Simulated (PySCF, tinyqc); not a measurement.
Inside a calculation. Method: RKS/exchange-only LDA in the sto-3g basis, for H4, spin multiplicity 1. The lowest restricted solution is unstable here: a spin-polarised one lies 0.0190 hartree lower (PySCF). Computed by tinyqc, a small Python program that keeps every step (integrals from PySCF). Settings: charge = 0, multiplicity = 1, basis = sto-3g, energy threshold = 1e-09, iteration cap = 86, orthogonalisation = symmetric, start = Wolfsberg-Helmholz matrix, DIIS depth = 8, method = RKS, functional = Slater exchange alone, grid = [15, 14]. Command: `OMP_NUM_THREADS=1 python tinyqc.py 22248 22249 out.jsonl` (the two numbers bound the seeds that draw the settings). One thread of a shared host (Intel(R) Xeon(R) Processor @ 2.60GHz), about 0.2 s of CPU time with the checks. Later iterations appear only in the table of the cycle.

## One-electron integrals

Geometry (angstrom):
```
atom         x         y         z
H     0.000000  0.000000  0.000000
H     0.000000  0.000000  1.610000
H     0.000000  2.380000  0.000000
H     0.000000  2.380000  1.610000
```

Basis sto-3g: exponents (1/bohr^2) and contraction coefficients of normalised primitives:
```
element  l (shell)  exponent  coefficient
H            s (1)  3.425251     0.154329
H            s (1)  0.623914     0.535328
H            s (1)  0.168855     0.444635
```

Overlap, kinetic and nuclear-attraction integrals over the contracted functions; the nuclear repulsion is the sum of Za Zb / Rab.

nuclear repulsion = 1.47037637 hartree

overlap S, order 1H 1s, 2H 1s, 3H 1s, 4H 1s:
```
[[1.000000, 0.218832, 0.061807, 0.023772],
 [0.218832, 1.000000, 0.023772, 0.061807],
 [0.061807, 0.023772, 1.000000, 0.218832],
 [0.023772, 0.061807, 0.218832, 1.000000]]
```

kinetic energy T (hartree), order 1H 1s, 2H 1s, 3H 1s, 4H 1s:
```
[[0.760032, 0.001843, -0.011242, -0.007729],
 [0.001843, 0.760032, -0.007729, -0.011242],
 [-0.011242, -0.007729, 0.760032, 0.001843],
 [-0.007729, -0.011242, 0.001843, 0.760032]]
```

nuclear attraction V (hartree), order 1H 1s, 2H 1s, 3H 1s, 4H 1s:
```
[[-1.960971, -0.364499, -0.092298, -0.035980],
 [-0.364499, -1.960971, -0.035980, -0.092298],
 [-0.092298, -0.035980, -1.960971, -0.364499],
 [-0.035980, -0.092298, -0.364499, -1.960971]]
```

core Hamiltonian H = T + V (hartree), order 1H 1s, 2H 1s, 3H 1s, 4H 1s:
```
[[-1.200939, -0.362656, -0.103540, -0.043709],
 [-0.362656, -1.200939, -0.043709, -0.103540],
 [-0.103540, -0.043709, -1.200939, -0.362656],
 [-0.043709, -0.103540, -0.362656, -1.200939]]
```

## Two-electron integrals

Functions are numbered as in S; the eight-fold symmetry (ij|kl) = (ji|kl) = (kl|ij) leaves the list below.

Two-electron integrals (ij|kl) in chemists' order, unique and non-zero (hartree):
```
(11|11) 0.774606   (21|11) 0.113764   (21|21) 0.026544   (22|11) 0.324204
(22|21) 0.113764   (22|22) 0.774606   (31|11) 0.026222   (31|21) 0.004707
(31|22) 0.016185   (31|31) 0.001867   (32|11) 0.008059   (32|21) 0.001971
(32|22) 0.008825   (32|31) 0.000608   (32|32) 0.000263   (33|11) 0.222171
(33|21) 0.045745   (33|22) 0.184145   (33|31) 0.026222   (33|32) 0.008825
(33|33) 0.774606   (41|11) 0.008825   (41|21) 0.001971   (41|22) 0.008059
(41|31) 0.000608   (41|32) 0.000259   (41|33) 0.008059   (41|41) 0.000263
(42|11) 0.016185   (42|21) 0.004707   (42|22) 0.026222   (42|31) 0.001132
(42|32) 0.000608   (42|33) 0.016185   (42|41) 0.000608   (42|42) 0.001867
(43|11) 0.045745   (43|21) 0.010411   (43|22) 0.045745   (43|31) 0.004707
(43|32) 0.001971   (43|33) 0.113764   (43|41) 0.001971   (43|42) 0.004707
(43|43) 0.026544   (44|11) 0.184145   (44|21) 0.045745   (44|22) 0.222171
(44|31) 0.016185   (44|32) 0.008059   (44|33) 0.324204   (44|41) 0.008825
(44|42) 0.026222   (44|43) 0.113764   (44|44) 0.774606
```

## Orthogonalisation

S = U s U^T; symmetric (Loewdin) form X = U s^(-1/2) U^T, so that X^T S X = 1.

eigenvalues of S: [0.743132, 0.819203, 1.133254, 1.304411]

X, order 1H 1s, 2H 1s, 3H 1s, 4H 1s:
```
[[1.019955, -0.112483, -0.029742, -0.002156],
 [-0.112483, 1.019955, -0.002156, -0.029742],
 [-0.029742, -0.002156, 1.019955, -0.112483],
 [-0.002156, -0.029742, -0.112483, 1.019955]]
```

## Starting guess

The start is the generalised Wolfsberg-Helmholz matrix (K = 1.75) built on H; D = 2 C_occ C_occ^T.

D at the start, order 1H 1s, 2H 1s, 3H 1s, 4H 1s:
```
[[0.824522, 0.824522, -0.057893, -0.057893],
 [0.824522, 0.824522, -0.057893, -0.057893],
 [-0.057893, -0.057893, 0.824522, 0.824522],
 [-0.057893, -0.057893, 0.824522, 0.824522]]
```

## Iteration 1: exchange-correlation on the grid

Becke grid with 15 radial and 14 angular points per atom, points of zero weight dropped. rho = sum D_ij phi_i phi_j; V_xc,ij = sum w v_xc phi_i phi_j; v_xc is d(rho eps)/d rho.

The 12 grid points with the largest w rho, of 820 (bohr, atomic units):
```
x                  y         z         w       rho     eps_xc       v_xc
0.000000    0.000000  1.873421  0.404513  0.055273  -0.281334  -0.375112
0.000000    0.000000  1.169038  0.404513  0.055273  -0.281334  -0.375112
0.000000    4.497548  1.169038  0.404513  0.055273  -0.281334  -0.375112
0.000000    4.497548  1.873421  0.404513  0.055273  -0.281334  -0.375112
0.000000    0.000000  1.394568  0.445282  0.048222  -0.268824  -0.358432
0.000000    0.000000  1.647891  0.445282  0.048222  -0.268824  -0.358432
0.000000    4.497548  1.394568  0.445282  0.048222  -0.268824  -0.358432
0.000000    4.497548  1.647891  0.445282  0.048222  -0.268824  -0.358432
-0.674944  -0.674944  2.367515  0.529783  0.038223  -0.248786  -0.331715
-0.674944  -0.674944  0.674944  0.529783  0.038223  -0.248786  -0.331715
0.674944   -0.674944  0.674944  0.529783  0.038223  -0.248786  -0.331715
0.674944   -0.674944  2.367515  0.529783  0.038223  -0.248786  -0.331715
```

electrons on the grid, sum of w rho = 3.993786

E_xc = sum of w rho eps_xc = -1.03020904 hartree

V_xc (hartree), order 1H 1s, 2H 1s, 3H 1s, 4H 1s:
```
[[-0.353008, -0.064853, -0.014083, -0.005480],
 [-0.064853, -0.353008, -0.005480, -0.014083],
 [-0.014083, -0.005480, -0.353008, -0.064853],
 [-0.005480, -0.014083, -0.064853, -0.353008]]
```

## Iteration 1: building the Kohn-Sham matrix

J_ij = sum D_kl (ij|kl); F = H + J + V_xc; E = tr D H + tr D J / 2 + E_xc + E_nn.

Coulomb J (hartree), order 1H 1s, 2H 1s, 3H 1s, 4H 1s:
```
[[1.497182, 0.322431, 0.084966, 0.034140],
 [0.322431, 1.497182, 0.034140, 0.084966],
 [0.084966, 0.034140, 1.497182, 0.322431],
 [0.034140, 0.084966, 0.322431, 1.497182]]
```

Kohn-Sham matrix F (hartree), order 1H 1s, 2H 1s, 3H 1s, 4H 1s:
```
[[-0.056765, -0.105078, -0.032657, -0.015049],
 [-0.105078, -0.056765, -0.015049, -0.032657],
 [-0.032657, -0.015049, -0.056765, -0.105078],
 [-0.015049, -0.032657, -0.105078, -0.056765]]
```

total energy of this density = -1.69577832 hartree

## Iteration 1: diagonalisation and new density

Diagonalise F' = X^T F X, C = X C', fill 2 alpha and 2 beta electrons from the bottom; D = 2 C_occ C_occ^T. Each column has its largest component positive (the first on a tie).

F' = X^T F X (hartree):
```
[[-0.033794, -0.096888, -0.027789, -0.002176],
 [-0.096888, -0.033794, -0.002176, -0.027789],
 [-0.027789, -0.002176, -0.033794, -0.096888],
 [-0.002176, -0.027789, -0.096888, -0.033794]]
```

orbital energies (hartree): [-0.160647, -0.100716, 0.037481, 0.088707]

coefficients C, order 1H 1s, 2H 1s, 3H 1s, 4H 1s:
```
[[0.437787, 0.469685, 0.552426, 0.580012],
 [0.437787, 0.469685, -0.552426, -0.580012],
 [0.437787, -0.469685, 0.552426, -0.580012],
 [0.437787, -0.469685, -0.552426, 0.580012]]
```

D after iteration 1, order 1H 1s, 2H 1s, 3H 1s, 4H 1s:
```
[[0.824522, 0.824522, -0.057893, -0.057893],
 [0.824522, 0.824522, -0.057893, -0.057893],
 [-0.057893, -0.057893, 0.824522, 0.824522],
 [-0.057893, -0.057893, 0.824522, 0.824522]]
```

## Iteration 2: exchange-correlation on the grid

As before.

The 12 grid points with the largest w rho, of 820 (bohr, atomic units):
```
x                  y         z         w       rho     eps_xc       v_xc
0.000000    0.000000  1.873421  0.404513  0.055273  -0.281334  -0.375112
0.000000    4.497548  1.873421  0.404513  0.055273  -0.281334  -0.375112
0.000000    0.000000  1.169038  0.404513  0.055273  -0.281334  -0.375112
0.000000    4.497548  1.169038  0.404513  0.055273  -0.281334  -0.375112
0.000000    0.000000  1.647891  0.445282  0.048222  -0.268824  -0.358432
0.000000    0.000000  1.394568  0.445282  0.048222  -0.268824  -0.358432
0.000000    4.497548  1.647891  0.445282  0.048222  -0.268824  -0.358432
0.000000    4.497548  1.394568  0.445282  0.048222  -0.268824  -0.358432
-0.674944   5.172493  2.367515  0.529783  0.038223  -0.248786  -0.331715
0.674944    5.172493  2.367515  0.529783  0.038223  -0.248786  -0.331715
-0.674944  -0.674944  2.367515  0.529783  0.038223  -0.248786  -0.331715
0.674944   -0.674944  2.367515  0.529783  0.038223  -0.248786  -0.331715
```

electrons on the grid, sum of w rho = 3.993786

E_xc = sum of w rho eps_xc = -1.03020904 hartree

V_xc (hartree), order 1H 1s, 2H 1s, 3H 1s, 4H 1s:
```
[[-0.353008, -0.064853, -0.014083, -0.005480],
 [-0.064853, -0.353008, -0.005480, -0.014083],
 [-0.014083, -0.005480, -0.353008, -0.064853],
 [-0.005480, -0.014083, -0.064853, -0.353008]]
```

## Iteration 2: building the Kohn-Sham matrix

As before.

Coulomb J (hartree), order 1H 1s, 2H 1s, 3H 1s, 4H 1s:
```
[[1.497182, 0.322431, 0.084966, 0.034140],
 [0.322431, 1.497182, 0.034140, 0.084966],
 [0.084966, 0.034140, 1.497182, 0.322431],
 [0.034140, 0.084966, 0.322431, 1.497182]]
```

Kohn-Sham matrix F (hartree), order 1H 1s, 2H 1s, 3H 1s, 4H 1s:
```
[[-0.056765, -0.105078, -0.032657, -0.015049],
 [-0.105078, -0.056765, -0.015049, -0.032657],
 [-0.032657, -0.015049, -0.056765, -0.105078],
 [-0.015049, -0.032657, -0.105078, -0.056765]]
```

total energy of this density = -1.69577832 hartree

## Iteration 2 (converged): orbitals

As before.

F' = X^T F X (hartree):
```
[[-0.033794, -0.096888, -0.027789, -0.002176],
 [-0.096888, -0.033794, -0.002176, -0.027789],
 [-0.027789, -0.002176, -0.033794, -0.096888],
 [-0.002176, -0.027789, -0.096888, -0.033794]]
```

orbital energies (hartree): [-0.160647, -0.100716, 0.037481, 0.088707]

coefficients C, order 1H 1s, 2H 1s, 3H 1s, 4H 1s:
```
[[0.437787, 0.469685, 0.552426, 0.580012],
 [0.437787, 0.469685, -0.552426, -0.580012],
 [0.437787, -0.469685, 0.552426, -0.580012],
 [0.437787, -0.469685, -0.552426, 0.580012]]
```

D after iteration 2, order 1H 1s, 2H 1s, 3H 1s, 4H 1s:
```
[[0.824522, 0.824522, -0.057893, -0.057893],
 [0.824522, 0.824522, -0.057893, -0.057893],
 [-0.057893, -0.057893, 0.824522, 0.824522],
 [-0.057893, -0.057893, 0.824522, 0.824522]]
```

## Convergence

Stop when the energy changes by less than 1e-09 hartree and every element of the error matrix X^T (F D S - S D F) X is below 9e-06.

Course of the cycle:
```
iteration  E (hartree)    change  largest element of the error matrix
1          -1.69577832         -                             6.95e-16
2          -1.69577832  0.000000                             2.82e-15
```

PySCF RKS in the same basis, fine grid = -1.69739453 hartree

Converged in 2 iterations. The coarse grid moves the energy by +1.62e-03 hartree.

## Populations, bond orders and dipole

Mulliken: Z minus the diagonal of D S on the atom; Loewdin: the same with S^(1/2) D S^(1/2); Mayer order: 2 sum_s sum (D(s) S)_ij (D(s) S)_ji over the two atoms.

Charges (e):
```
atom  Mulliken  Loewdin
1H           0        0
2H           0        0
3H           0        0
4H           0        0
```

Mayer bond orders:
```
pair     order
2-1   1.000000
3-1          0
3-2          0
4-1          0
4-2          0
4-3   1.000000
```

dipole moment about the origin, x y z (debye): [0.000000, 0.000000, 0.000000]
